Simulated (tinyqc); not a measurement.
# Crystallisation kinetics and data retention of a phase-change cell, step by step

tinyqc, about 0.03 s, one thread, Intel Xeon 2.30GHz (shared host): `OMP_NUM_THREADS=1 python tinyqc.py 2490015 2490016 out.jsonl` Printed values are rounded.

Johnson-Mehl-Avrami-Kolmogorov law X = 1 - exp(-y^n), y = integral of k dt, k = (1/100 s) exp[-(Ec q/kB)(1/T - 1/T1)].

Inputs (values chosen for the exercise); values of the order of Ge-Sb-Te and related chalcogenides: activation energy of crystallisation Ec = 2.7 eV; temperature at which the rate k is 1/(100 s) T1 = 417 K; Avrami exponent n = 2.5; crystalline share at which the state is lost Xf = 0.2; storage temperature T = 361 K; heating rate b = 10 K/min; start of the ramp table Ta = 387 K; step of the table dT = 5 K; steps m = 10.

Constants: q = 1.602176634e-19 C, kB = 1.380649e-23 J/K. Results are converted to the units shown.

Range of the model: One Arrhenius rate is assumed; incubation, growth from the boundary and the non-Arrhenius kinetics of the supercooled liquid are left out.

## Retention

At fixed T the state fails at t = (-ln(1 - Xf))^(1/n)/k; ten years are 3.15576e8 s.

k = 8.670127e-8 1/s
y at failure = 0.5488248
time to fail = 6.330067e6 s
the same in years = 0.2005877
temperature for ten years = 345.4415 K

The cell misses ten years at 361 K.

## A heating ramp

T rises at the rate b. Start with y = k (kB Ta^2/(q Ec))/b, the integral from cold to Ta to leading order; over each step k is taken as exponential in T, so y gains (dT/b)(k2 - k1)/ln(k2/k1). dX/dt = n y^(n - 1) k exp(-y^n), listed as 0 once y^n exceeds 23.

```
point  T (K)      k (1/s)            y            X  dX/dt (1/s)
0        387  2.954025e-5  8.472205e-4  2.089254e-8  1.821163e-9
1        392  8.296586e-5  0.002399275  2.819680e-7  2.437582e-8
2        397  2.270324e-4  0.006692661  3.664345e-6  3.107596e-7
3        402  6.058999e-4   0.01827148  4.512576e-5  3.740950e-6
4        407  0.001578481   0.04874388  5.244287e-4  4.244551e-5
5        412  0.004017767    0.1270715  0.005739457  4.523733e-4
6        417         0.01    0.3238859   0.05795365  0.004341106
7        422   0.02435740    0.8077070    0.4436290   0.02459327
8        427   0.05810419     1.972190    0.9957560  0.001707436
9        432    0.1358450     4.718320            1            0
10       437    0.3114868     11.06802            1            0
```

Among the points the rate is largest at 422 K, where X = 0.444; the exact peak lies at 423.2 K.
